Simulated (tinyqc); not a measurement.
Zener tunnelling in a reverse-biased junction, two-band WKB: two steps of the calculation.

Abrupt p-n junction, depletion approximation. Energies E are counted from the conduction-band edge of the neutral n side; its Fermi level lies at dn, that of the p side at dn - V, and the valence-band edge of the neutral p side at Em = dn + dp - V. Tunnelling needs 0 < E < Em. Two-band dispersion with equal masses m: inside the gap kappa = sqrt(m u (1 - u/Eg)/C), u the distance from a band edge, C = hbar^2/(2 m0).

Values chosen for this exercise; band and dielectric values close to those of In0.53Ga0.47As:

| symbol | value | unit | meaning |
|---|---|---|---|
| T | 350 | K | temperature |
| Eg | 0.752 | eV | band gap |
| eps_r | 13.9 |  | relative permittivity |
| Nc | 2.67e17 | cm^-3 | conduction-band density of states at 350 K |
| Nv | 9.8e18 | cm^-3 | valence-band density of states at 350 K |
| m | 0.045 | m0 | band-edge mass of the two-band model |
| Na | 4e19 | cm^-3 | acceptor density |
| Nd | 8.5e18 | cm^-3 | donor density |
| V | -1.6 | V | bias of the p side |

Constants: q = 1.602176634e-19 C, kB = 1.380649e-23 J/K, hbar = 1.054571817e-34 J s, m0 = 9.1093837015e-31 kg, Vt = kB T/q, eps0 = 8.8541878128e-14 F/cm where lengths are in cm, hbar^2/(2 m0) = 0.0380998212 eV nm^2. Results are converted to the units shown.

Problem 1. Fermi levels and built-in voltage. Nd = Nc F12(dn/Vt), Na = Nv F12(dp/Vt), F12(x) = (2/sqrt(pi)) int_0^infinity sqrt(u)/(1 + exp(u - x)) du; dn = EF - Ec on the n side, dp = Ev - EF on the p side (negative outside the bands); Vbi = Eg + dn + dp.

Give: dn; dp; Vbi.

Solution 1.

dn = 0.36421 eV
dp = 0.083728 eV
Vbi = 1.1999 V

Boltzmann statistics would give dn = 0.104 eV and dp = 0.0424 eV. At zero bias the bands of the two sides overlap by dn + dp.

Problem 2. Width, field and exponent. W = sqrt(2 eps0 eps_r (Vbi - V)(1/Na + 1/Nd)/q), mean field F = (Vbi - V)/W, peak field 2 F. In a uniform field F the exponent is S = pi sqrt(m/C) Eg^1.5/(4 F). Transverse energy Et = C kt^2/m raises it to S (1 + 4 Et/Eg), so T = exp(-S) exp(-Et/Eb) with Eb = Eg/(4 S). KJ = (2 q^2/h) m/(4 pi C) (times 1e14 for A/cm^2 per eV^2).

Vbi = 1.1999357 V

Find: W; mean field; S; exp(-S); Eb; tunnelling length Eg/F.

Solution 2.

W = 24.77 nm
mean field = 1.130 MV/cm
S = 4.924
exp(-S) = 0.007267
Eb = 38.18 meV
tunnelling length Eg/F = 6.653 nm

Range of the model: Parabolic densities of states, no band tails and no gap narrowing, all of which matter at such doping.

Computed by the program tinyqc: `OMP_NUM_THREADS=1 python tinyqc.py 2620161 2620162 out.jsonl`, one thread of a shared Intel Xeon 2.30GHz, about 0.01 s for the whole run.
